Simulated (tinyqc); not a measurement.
Hall factor, magnetoresistance and optical conductivity for a power-law relaxation time: one step, computed by the program tinyqc.

One spherical parabolic band, tau(E) = tau_0 x^s with x = E/(k_B T). Landau quantisation is left out.

Problem. Response at frequency f. <y> = int y x^(3/2) f (1 - f) dx / int x^(3/2) f (1 - f) dx, f = 1/(1 + exp(x - eta)). Integrals over x = E/(k_B T) use 160 Gauss-Legendre points in u = sqrt(x) from 0 to sqrt(max(eta, 0) + 45). sigma(w) = (n e^2/m) <tau/(1 - i w tau)>, w = 2 pi f; eps = eps_inf + i sigma/(eps_0 w); N = sqrt(eps); absorption coefficient 2 w Im N/c; reflectivity |(N - 1)/(N + 1)|^2; plasma frequency sqrt(n e^2/(eps_inf eps_0 m))/(2 pi).

Inputs (values chosen for the exercise, with a mass close to that of electrons in silicon): effective mass m = 0.26 m_0; exponent s = 1.5; tau_0 = 940 fs; reduced Fermi level eta = 11; temperature T = 150 K; frequency f = 0.12 THz; background permittivity eps_inf = 6.1.

density n = 3.261218e+19 1/cm^3

Constants: e = 1.602176634e-19 C; m_0 = 9.1093837015e-31 kg; eps_0 = 8.8541878128e-12 F/m; c = 299792458 m/s.

Give: sigma(w); permittivity; refractive index; absorption coefficient; reflectivity; plasma frequency.

Solution.

sigma(w) = 1791+46805i S/cm

permittivity = -7.0110e+05+2.6829e+04i

refractive index = 16.02+837.47i

absorption coefficient = 42125 1/cm

reflectivity = 0.99991

plasma frequency = 40.715 THz
